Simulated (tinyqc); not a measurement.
# Scale length and length offset from two DIBL values

Question. DIBL = exp(-Le/(2 l)) + 2 exp(-Le/l) with Le = L - dL. Find l, dL and the drawn length for a DIBL of 100 mV/V.

DIBL at drawn lengths 140 and 250 nm (mV/V): 54.099731  4.5473950

Answer. With e = exp(-Le/(2 l)), 2 e^2 + e = DIBL gives e and so Le/l at each length; Le/l is a straight line in L with slope 1/l.

l = 23.0 nm
dL = 1.50 nm
length for 100 mV/V = 115 nm

Numbers from tinyqc (`OMP_NUM_THREADS=1 python tinyqc.py 2002174 2002175 out.jsonl`; about 0.01 s on one thread of a shared Intel Xeon 2.30GHz).
